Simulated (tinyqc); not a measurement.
Carrier lifetime of an n-type layer with SRH, radiative, Auger and surface recombination: lifetime against injection.

Uniform excess density dn = dp (no trapping), n = n0 + dn, p = p0 + dn, Boltzmann statistics, full ionisation. Surfaces enter as a rate 2 S dn/d, which holds while diffusion to them is fast.

ni = sqrt(Nc Nv) exp(-Eg/(2 Vt)), Eg in volts; majority density N/2 + sqrt(N^2/4 + ni^2), n0 p0 = ni^2; n1 = Nc exp(-Et/Vt), p1 = Nv exp((Et - Eg)/Vt); tn0 = 1/(sn vth Nt), tp0 = 1/(sp vth Nt). With e = n p - ni^2 = dn (n0 + p0 + dn): U_SRH = e/(tp0 (n + n1) + tn0 (p + p1)), U_rad = B e, U_Aug = (Cn n + Cp p) e, U_s = 2 S dn/d. Each tau is dn over its rate; tau = dn/U with U the sum.

Parameters, values chosen for the exercise; band and dielectric values close to those of gallium arsenide: temperature T = 300 K; band gap Eg = 1.43 eV; conduction-band density of states at T Nc = 4.48e17 cm^-3; valence-band density of states at T Nv = 8.96e18 cm^-3; radiative coefficient B = 6.92e-10 cm^3/s; donor density N = 1.1e16 cm^-3; Auger coefficient (two electrons) Cn = 1.6e-30 cm^6/s; Auger coefficient (two holes) Cp = 4.7e-31 cm^6/s; trap density Nt = 5.2e11 cm^-3; capture cross-section for electrons sn = 1e-15 cm^2; capture cross-section for holes sp = 9e-17 cm^2; thermal velocity (both carriers) vth = 1.6e7 cm/s; trap level below the conduction band Et = 0.3 eV; surface recombination velocity (both faces) S = 4000 cm/s; sample thickness d = 10 um.

Constants: q = 1.602176634e-19 C, kB = 1.380649e-23 J/K, Vt = kB T/q. Results are converted to the units shown.

The same in every row: tau_s (s) = 1.250e-7.

Result of one run:

| dn (cm^-3) | tau_SRH (s) | tau_rad (s) | tau_Aug (s) | tau (s) | radiative share (%) | largest path |
|---|---|---|---|---|---|---|
| 1e16 | 0.001393 | 6.881e-8 | 0.001243 | 4.438e-8 | 64.49 | radiative |

What becomes of these results when the excess density dn is changed from 1e16 to 1e15 cm^-3, all else the same?

Result of the changed run:

| dn (cm^-3) | tau_SRH (s) | tau_rad (s) | tau_Aug (s) | tau (s) | radiative share (%) | largest path |
|---|---|---|---|---|---|---|
| 1e15 | 0.001346 | 1.204e-7 | 0.004237 | 6.133e-8 | 50.93 | radiative |

The whole series:

| dn (cm^-3) | tau_SRH (s) | tau_rad (s) | tau_Aug (s) | tau (s) | radiative share (%) | largest path |
|---|---|---|---|---|---|---|
| 1e11 | 0.001336 | 1.314e-7 | 0.005165 | 6.405e-8 | 48.75 | surface |
| 1e12 | 0.001336 | 1.314e-7 | 0.005164 | 6.405e-8 | 48.76 | surface |
| 1e13 | 0.001336 | 1.313e-7 | 0.005155 | 6.402e-8 | 48.78 | surface |
| 1e14 | 0.001337 | 1.302e-7 | 0.005059 | 6.377e-8 | 48.98 | surface |
| 1e15 | 0.001346 | 1.204e-7 | 0.004237 | 6.133e-8 | 50.93 | radiative |
| 1e16 | 0.001393 | 6.881e-8 | 0.001243 | 4.438e-8 | 64.49 | radiative |
| 1e17 | 0.001444 | 1.302e-8 | 4.011e-5 | 1.179e-8 | 90.54 | radiative |
| 1e18 | 0.001454 | 1.429e-9 | 4.738e-7 | 1.409e-9 | 98.58 | radiative |
| 1e19 | 0.001456 | 1.443e-10 | 4.822e-9 | 1.400e-10 | 96.98 | radiative |

Surface recombination leads at dn = 1e11, radiative from 1e15 on. The total lifetime falls from 6.40e-8 to 1.40e-10 s. tau_SRH goes from 0.00134 s (low-injection limit 0.00134 s) to 0.00146 s (high-injection limit tn0 + tp0 = 0.00146 s). Between the last two rows tau_rad goes as dn^(-1.00) and tau_Aug as dn^(-1.99); the radiative share goes from 48.8 through a maximum of 98.6 (at dn = 1e18 among the rows listed) to 97.0 %. For dn = 1e18, 1e19 the carriers are degenerate, where B and the Auger coefficients no longer stay constant.

Range of the model: S d exceeds 2.5 cm^2/s, comparable with a diffusion coefficient, so 2 S/d overstates the surface loss.

Program tinyqc, `OMP_NUM_THREADS=1 python tinyqc.py 2300022 2300023 out.jsonl`; Intel Xeon 2.30GHz, shared host, one thread, about 0.01 s.
